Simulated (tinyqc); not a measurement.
# Series resistance and length offset from two lengths at two overdrives

Question. In strong inversion R W = Rsd + k(x)(L - dL), k(x) = (1 + th1 x)/(mu0 Cox x), x the overdrive, Cox = eps0 eox/tox, with Rsd and dL independent of x. Find dL, Rsd, mu0 and th1.

Values chosen for this exercise: relative permittivity of the gate insulator (close to aluminium oxide) eox = 8.98; insulator thickness tox = 3.5 nm.

Constants: eps0 = 8.8541878128e-14 F/cm where lengths are in cm. Results are converted to the units shown.

total resistance times width (ohm um):
```
                  L = 0.055 um  L = 1.2 um
overdrive 0.54 V    732.885752  4451.16270
overdrive 1.06 V    667.717569  2690.14068
```

Answer. At each overdrive R W is a straight line in L; the two lines cross at L = dL, R W = Rsd. Their slopes give k x = (1 + th1 x)/(mu0 Cox), a straight line in x.

dL = 0.0110 um
Rsd = 590 ohm um
mu0 = 270 cm^2/(V s)
th1 = 0.140 1/V

tinyqc, about 0.01 s, one thread, Intel Xeon 2.30GHz (shared host): `OMP_NUM_THREADS=1 python tinyqc.py 2210127 2210128 out.jsonl`
